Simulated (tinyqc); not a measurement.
Precursor delivery by bubblers, mass-transport growth and the solid composition of a III-V alloy: one step, computed by the program tinyqc. Command: `OMP_NUM_THREADS=1 python tinyqc.py 3013788 3013789 out.jsonl movpe_thermo walk`. One thread of a shared host (Intel(R) Xeon(R) Processor @ 2.30GHz), about 0.01 s of CPU time with the checks.

1 sccm = 44.615 micromol/min; 1 torr = 133.322 Pa. The sources decompose fully at the surface.

Question. Solid composition. At high V/III the group-V pressures at the surface equal those supplied, as dimers: p_D2/p_C2 = x_v/(1 - x_v). Equilibrium of the solid AC(1-x)D(x), A standing for the mix of both group-III metals: ln[x/(1 - x)] + L0 (1 - 2x)/(R T) = -dG_x/(R T) + (1/2) ln[x_v/(1 - x_v)]. Growth rate = rate per torr x (p_1 + p_2). Sensitivity dx/dx_v = [1/(2 x_v (1 - x_v))]/[1/(x (1 - x)) - 2 L0/(R T)].

Inputs (values chosen for the exercise, modelled on triethylgallium (source 1) and trimethylindium (source 2) for the vapour pressures):
```
quantity                                                value    unit
bath temperature T1                                       289       K
bath temperature T2                                       297       K
growth temperature T                                      940       K
flow cross-section A                                       27    cm^2
interaction L0 of the solid                              4.65  kJ/mol
vapour fraction x_v of D among the group-V sources       0.43       -
exchange energy dG_x of AC + (1/2) D2 -> AD + (1/2) C2   -2.6  kJ/mol
```

Alloy: mixing on the group-V sites.

growth rate per torr of group III = 132.9770 micrometre/(h torr)

p_1 = 0.001560683 torr

p_2 = 0.001953927 torr

Constants: R = 8.314462618 J/(mol K).

Give: solid fraction x; distribution coefficient x/x_v; dx/dx_v; growth rate.

Answer.

solid fraction x = 0.5676

distribution coefficient x/x_v = 1.320

dx/dx_v = 0.7072

growth rate = 0.4674 micrometre/h

The solid is richer in D than the vapour. The growth rate is set by group III alone. Caution: the boundary layer is a quarter or more of the root of the cross-section, so it fills much of the channel and depletion along the flow matters.
